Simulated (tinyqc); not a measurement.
# Hot electrons in a saturated n-channel MOSFET, lucky-electron model: several studies

Beyond pinch-off the lateral field grows as Esat cosh(y/l) over the velocity-saturated region (pseudo-two-dimensional model). Impact ionisation in this region gives the substrate current, which biases the body forward through Rsub. Currents are per width. Local-field laws: they overstate ionisation when the field peak is narrower than an energy relaxation length.

Inputs (values chosen for the exercise); values close to those of silicon n-channel devices: channel length L = 0.8 um; oxide thickness tox = 18 nm; junction depth xj = 260 nm; threshold VT = 0.65 V; effective mobility mu = 290 cm^2/(V s); saturation velocity vs = 9.4e6 cm/s; ionisation prefactor Ai = 2e6 1/cm; ionisation field Bi = 1.69 MV/cm; resistance of the lightly doped drain Rd = 700 ohm um; substrate resistance Rsub = 2700 ohm um; fall of VT per volt of forward body bias kb = 0.26; lifetime exponent m = 2.7; lifetime constant Hl = 2400 s uA/um; drain voltage Vd = 3.5 V; gate voltage Vg = 2.3 V.

Constants: eps0 = 8.8541878128e-14 F/cm where lengths are in cm. Results are converted to the units shown.

Each table varies one quantity; the others keep the values above.

## Effect of the gate voltage

Cox = 3.9 eps0/tox, l = sqrt(3 tox xj), Esat = 2 vs/mu. Overdrive g = Vg - VT + kb Vb; Vdsat = g Esat L/(g + Esat L); Id = Cox vs (g - Vdsat); dV = Vd - Id Rd - Vdsat; Em = sqrt((dV/l)^2 + Esat^2); Isub = Id (Ai/Bi) l Em exp(-Bi/Em). Vb = Rsub Isub is solved self-consistently. Lifetime tau = (Hl/Id)(Isub/Id)^(-m); 1 year = 3.15576e7 s.

Results:
```
Vg (V)  Id (uA/um)  Em (MV/cm)  Isub (uA/um)   Isub/Id  tau (years)
0.8         0.7604      0.2904      0.009185   0.01208        15.08
1.48         20.65      0.2426       0.06626  0.003208        19.91
1.81         38.24      0.2228       0.06058  0.001584        72.30
2.15         60.69      0.2042       0.04416  7.277e-4        372.2
2.49         86.89      0.1872       0.02739  3.152e-4         2487
2.83         116.3      0.1717       0.01487  1.278e-4      2.126e4
3.16         147.6      0.1578      0.007316  4.956e-5      2.163e5
3.5          182.3      0.1447      0.003137  1.721e-5      3.045e6
```

Estimate the missing row, Vg = 1.14 V.

Computed row:
```
Vg (V)  Id (uA/um)  Em (MV/cm)  Isub (uA/um)   Isub/Id  tau (years)
1.14         7.629      0.2652       0.04844  0.006349        8.536
```

With this row back in the table: As Vg goes from 0.8 to 3.5 V, Em falls from 0.290 to 0.145 MV/cm, Isub goes from 0.00919 through a maximum of 0.0663 (at Vg = 1.48 V among the rows listed) to 0.00314 uA/um and tau goes from 15.1 through a minimum of 8.54 (at Vg = 1.14 V among the rows listed) to 3.04e6 years. Id grows with Vg while the rising Vdsat lowers the field, hence the bell shape; the peak row has Vg/Vd = 0.42. For Vg = 2.49 to 3.5 V tau is a far extrapolation that only says that hot carriers are no limit.

## Effect of the junction depth

Same model as above.

Result of one run:
```
xj (nm)  Id (uA/um)  Em (MV/cm)  Isub (uA/um)   Isub/Id  tau (years)
190           71.82      0.2265        0.1120  0.001559        40.20
```

What becomes of these results when the junction depth xj is changed from 190 to 350 nm, all else the same?

Result of the changed run:
```
xj (nm)  Id (uA/um)  Em (MV/cm)  Isub (uA/um)   Isub/Id  tau (years)
350           71.82      0.1725       0.01122  1.563e-4      2.001e4
```

The whole series:
```
xj (nm)  Id (uA/um)  Em (MV/cm)  Isub (uA/um)   Isub/Id  tau (years)
100           71.86      0.3060        0.7639   0.01063       0.2254
140           71.83      0.2610        0.2970  0.004134        2.887
190           71.82      0.2265        0.1120  0.001559        40.20
260           71.82      0.1965       0.03641  5.070e-4        834.4
350           71.82      0.1725       0.01122  1.563e-4      2.001e4
480           71.82      0.1511      0.002878  4.008e-5      7.888e5
650           71.82      0.1340      7.137e-4  9.939e-6      3.405e7
```

As xj goes from 100 to 650 nm, Em falls from 0.306 to 0.134 MV/cm, Isub falls from 0.764 to 7.14e-4 uA/um and tau rises from 0.225 to 3.41e7 years. From the first row to the last, log10(tau) changes by 8.2: 8.2 from (Isub/Id)^(-m), which holds Em and l, and under 0.005 from 1/Id. For xj = 350 to 650 nm tau is a far extrapolation that only says that hot carriers are no limit.

## Effect of the resistance of the lightly doped drain

Same model as above.

Effect of the resistance of the lightly doped drain:
```
Rd (ohm um)  Id (uA/um)  Em (MV/cm)  Isub (uA/um)   Isub/Id  tau (years)
0                 71.82      0.2005       0.04413  6.144e-4        496.6
150               71.82      0.1996       0.04237  5.900e-4        554.1
300               71.82      0.1988       0.04067  5.663e-4        618.9
500               71.82      0.1976       0.03849  5.360e-4        718.0
800               71.82      0.1959       0.03540  4.930e-4        900.0
1200              71.82      0.1936       0.03160  4.401e-4         1223
1600              71.82      0.1914       0.02814  3.919e-4         1673
```

What does the table show?

As Rd goes from 0 to 1600 ohm um, Em falls from 0.201 to 0.191 MV/cm, Isub falls from 0.0441 to 0.0281 uA/um and tau rises from 497 to 1670 years. From the first row to the last, log10(tau) changes by 0.53: 0.53 from (Isub/Id)^(-m), which holds Em and l, and under 0.005 from 1/Id. The price is 0.115 V dropped over Rd in the last row. For Rd = 1200 to 1600 ohm um tau is a far extrapolation that only says that hot carriers are no limit.

tinyqc, about 0.01 s, one thread, Intel Xeon 2.30GHz (shared host): `OMP_NUM_THREADS=1 python tinyqc.py 2550112 2550113 out.jsonl`
